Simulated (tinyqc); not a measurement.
Inversion layer as a triangular well, valleys of the Ge type: one step. Subband ladders. Three cases, with inputs chosen for the exercise.

Problem. The ten lowest levels of all groups of valleys together, j = 0, 1, ..., c = hbar^2/2m0; primes mark the groups with lighter m_z.

Level j of a valley lies at E_j = a_j (c (e F)^2/m_z)^(1/3) above the band edge at the surface, with the Airy zeros a_j = 2.338107, 4.087949, 5.520560, 6.786708, 7.944134, 9.022651, 10.040174, 11.008524, 11.936016, 12.828777, and has <z> = 2 E_j/(3 e F).

Constants: hbar^2/2m0 = 3.80998211 eV angstrom^2.

Give: Subbands.

Case 1.

Valleys (masses in m0):
```
valleys g  cos^2(theta)       m_z       m_1       m_2       m_d
4              0.333333  0.119881  0.082000  1.078000  0.297315
```

e F = 0.0048030278 eV/angstrom

Solution.

Subbands:
```
label  valleys g  m_d (m0)  E (eV)  <z> (angstrom)
0              4    0.2973  0.2108           29.26
1              4    0.2973  0.3686           51.16
2              4    0.2973  0.4978           69.09
3              4    0.2973  0.6120           84.94
4              4    0.2973  0.7163           99.43
5              4    0.2973  0.8136          112.93
6              4    0.2973  0.9053          125.66
7              4    0.2973  0.9927          137.78
8              4    0.2973  1.0763          149.39
9              4    0.2973  1.1568          160.56
```

The second subband is 1, 157.8 meV above the first. Levels above about 0.5 eV lie beyond parabolic valleys.

Case 2.

Valleys (masses in m0):
```
valleys g  cos^2(theta)       m_z       m_1       m_2       m_d
4              0.333333  0.121319  0.083000  1.083000  0.299815
```

e F = 0.0052682019 eV/angstrom

Solution.

Subbands:
```
label  valleys g  m_d (m0)  E (eV)  <z> (angstrom)
0              4    0.2998  0.2233           28.26
1              4    0.2998  0.3905           49.41
2              4    0.2998  0.5273           66.73
3              4    0.2998  0.6483           82.04
4              4    0.2998  0.7588           96.03
5              4    0.2998  0.8619          109.07
6              4    0.2998  0.9591          121.36
7              4    0.2998  1.0516          133.07
8              4    0.2998  1.1402          144.28
9              4    0.2998  1.2254          155.07
```

The second subband is 1, 167.1 meV above the first. Levels above about 0.5 eV lie beyond parabolic valleys.

Case 3.

Valleys (masses in m0):
```
valleys g  cos^2(theta)       m_z       m_1       m_2       m_d
4              0.333333  0.118515  0.081000  1.099000  0.298361
```

e F = 0.0016307955 eV/angstrom

Solution.

Subbands:
```
label  valleys g  m_d (m0)  E (eV)  <z> (angstrom)
0              4    0.2984  0.1030           42.11
1              4    0.2984  0.1801           73.62
2              4    0.2984  0.2432           99.42
3              4    0.2984  0.2990          122.22
4              4    0.2984  0.3500          143.07
5              4    0.2984  0.3975          162.49
6              4    0.2984  0.4423          180.81
7              4    0.2984  0.4850          198.25
8              4    0.2984  0.5258          214.96
9              4    0.2984  0.5652          231.03
```

The second subband is 1, 77.1 meV above the first. Levels above about 0.5 eV lie beyond parabolic valleys.

Computed by tinyqc, one run a case: `OMP_NUM_THREADS=1 python tinyqc.py N N+1 out.jsonl` with N = 1252042, 1252762, 1280591; one thread of a shared Intel(R) Xeon(R) Processor @ 2.30GHz, about 0.03 s a run at most.
